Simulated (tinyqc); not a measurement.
What each parameter does: nanosheet or nanowire with hard walls, valleys of the Ge type.

Four ellipsoidal valleys along <111>: inverse mass tensor w = 1/mt + (1/ml - 1/mt) a a^T with a the unit axis. Device axes: x along the channel, z = [001], y = z x x. The Gamma and Delta valleys are left out; the heavy Delta valleys, about 0.18 eV up, lie lowest once the L levels pass about 0.2 eV.

Hard walls around a W x H rectangle. The block w_c of w in (y, z) confines; the transport mass follows from 1/m_x = w_xx - w_xc w_c^-1 w_cx. The cross-section problem c (w_yy ky^2 + 2 w_yz ky kz + w_zz kz^2), c = hbar^2/2m0, is solved in products sin(n pi y/W) sin(l pi z/H), n, l = 1 to 12; if w_yz = 0 the levels are c pi^2 (w_yy n^2/W^2 + w_zz l^2/H^2). The w_yz term couples (n, l) to (n', l') by -2 c w_yz D_nn'(W) D_ll'(H) with D_nm(L) = 4 n m/(L (n^2 - m^2)) for n + m odd and 0 otherwise.

Without degeneracy the line density is N1 exp((EF - Ec)/kB T) with N1 = sum 2 g sqrt(m_x kB T/(4 pi c)) exp(-E/kB T), here over n, l up to 80 where w_yz = 0 and over all levels of a 12 x 12 sine basis otherwise; the classical value is W H Nc with Nc = 2 g_all (m_dos kB T/(4 pi c))^(3/2), m_dos = (ml mt^2)^(1/3); dVt = kB T ln(W H Nc/N1).

Constants: hbar^2/2m0 = 3.80998211 eV angstrom^2; kB = 8.617333262e-05 eV/K.

Inputs chosen for the exercise (near those of Ge; shifted at random, so the results belong to these values and not to a real crystal): ml = 1.574 m0 (longitudinal mass); mt = 0.084 m0 (transverse mass); T = 300 K (temperature); g_all = 4 (number of valleys); channel = 110 (transport direction x on a (001) wafer); W = 55 angstrom (width, along y); H = 70 angstrom (height, along z = [001]).

E1 and E2 are the two lowest subband edges over all groups.

Results for these values:
```
case  E1 (eV)  E2 - E1 (meV)  m_x of lowest (m0)  dVt (mV)
base   0.0908           57.1               0.084      97.6
```

What happens to each result for T = 350 K, all else kept?

Answer: E1 does not change at the printed digits; E2 - E1 does not change at the printed digits; m_x of lowest does not change at the printed digits; dVt rises from 97.6 to 101.3.

The same for each parameter in turn:
```
case             E1 (eV)  E2 - E1 (meV)  m_x of lowest (m0)  dVt (mV)
base              0.0908           57.1               0.084      97.6
W = 45 angstrom   0.1122           67.7               0.084     115.6
H = 78 angstrom   0.0812           51.6               0.084      90.1
T = 350 K         0.0908           57.1               0.084     101.3
ml = 1.731 m0     0.0893           54.3               0.084      97.1
mt = 0.092 m0     0.0842           54.7               0.092      91.6
```

Run: tinyqc, `OMP_NUM_THREADS=1 python tinyqc.py 1252632 1252633 out.jsonl`; Intel(R) Xeon(R) Processor @ 2.30GHz, one thread, shared host; about 0.2 s of CPU time with all checks.
